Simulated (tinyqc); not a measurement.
Tight binding, kagome lattice, step by step. One step of it, computed by the program tinyqc.

Question. Levels at K. Diagonalise the Hermitian matrix.

H(k) at K (eV):
```
                     A                    B                    C
A             0.000000  -0.840000+1.454923i  -0.840000-1.454923i
B  -0.840000-1.454923i             0.000000  -0.840000+1.454923i
C  -0.840000+1.454923i  -0.840000-1.454923i            -0.490000
```

Give: eigenvalues; weights |c|^2 of the basis functions.

Answer.

eigenvalues (eV): -2.0169  -1.6800  3.2069

weights |c|^2 of the basis functions:
```
   band 1  band 2  band 3
A  0.1461  0.5000  0.3539
B  0.1461  0.5000  0.3539
C  0.7077  0.0000  0.2923
```
